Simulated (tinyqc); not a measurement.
Hall effect and magnetoresistance of several carrier groups with constant relaxation times. Inputs raised by 10 %, one at a time. Computed by tinyqc, a small Python program. Command: `OMP_NUM_THREADS=1 python tinyqc.py 3020360 3020361 out.jsonl hall2 sens`. One thread of a shared host (Intel(R) Xeon(R) Processor @ 2.30GHz), about 0.01 s of CPU time with the checks.

Group 1 has charge -e and group 2 charge +e; s_i is that sign. B lies along z; mu B is formed with mu in m^2/(V s).

Inputs (values chosen for the exercise, for a model conductor):
```
quantity            value        unit
density n1        2.3e+18      1/cm^3
mobility mu1         7100  cm^2/(V s)
density n2        6.3e+17      1/cm^3
mobility mu2          870  cm^2/(V s)
magnetic field B      3.2           T
```

Carriers: electrons and holes. Densities: per volume.

Constants: e = 1.602176634e-19 C.

Method. sigma_xx = sum n_i e mu_i/(1 + mu_i^2 B^2); sigma_xy = sum s_i n_i e mu_i^2 B/(1 + mu_i^2 B^2). rho_xx = sigma_xx/(sigma_xx^2 + sigma_xy^2); Hall coefficient R_H = sigma_xy/(B (sigma_xx^2 + sigma_xy^2)), with B in V s/cm^2 (1 T = 1e-4 V s/cm^2); magnetoresistance MR = rho_xx(B)/rho_xx(0) - 1. Apparent density 1/(e |R_H|); Hall mobility |R_H|/rho_xx.

Runs:
```
input moved                   from        to  rho_xx (ohm cm)  magnetoresistance MR (%)  apparent density (1/cm^3)  Hall mobility (cm^2/(V s))
base run                         -         -        4.426e-04                     19.68                  2.424e+18                        5817
density n1 (1/cm^3)        2.3e+18  2.53e+18        3.977e-04                     17.95                  2.653e+18                        5916
mobility mu1 (cm^2/(V s))     7100      7810        4.092e-04                     21.35                  2.409e+18                        6332
density n2 (1/cm^3)        6.3e+17  6.93e+17        4.481e-04                     21.58                  2.439e+18                        5711
mobility mu2 (cm^2/(V s))      870       957        4.490e-04                     21.82                  2.433e+18                        5713
magnetic field B (T)           3.2      3.52        4.572e-04                     23.63                  2.416e+18                        5650
```

Exponents ln(y'/y) / ln(x'/x):
```
input             rho_xx  magnetoresistance MR  apparent density  Hall mobility
density n1        -1.122                -0.967             0.944          0.178
mobility mu1      -0.824                 0.850            -0.067          0.891
density n2         0.131                 0.963             0.062         -0.193
mobility mu2       0.152                 1.082             0.037         -0.189
magnetic field B   0.341                 1.919            -0.036         -0.304
```

To which inputs is each result most sensitive?

Among the inputs moved here: rho_xx answers most in size to density n1 (exponent -1.122), next to mobility mu1 (-0.824). Magnetoresistance MR answers most in size to magnetic field B (exponent +1.919), next to mobility mu2 (+1.082). Apparent density answers most in size to density n1 (exponent +0.944), next to mobility mu1 (-0.067). Hall mobility answers most in size to mobility mu1 (exponent +0.891), next to magnetic field B (-0.304).
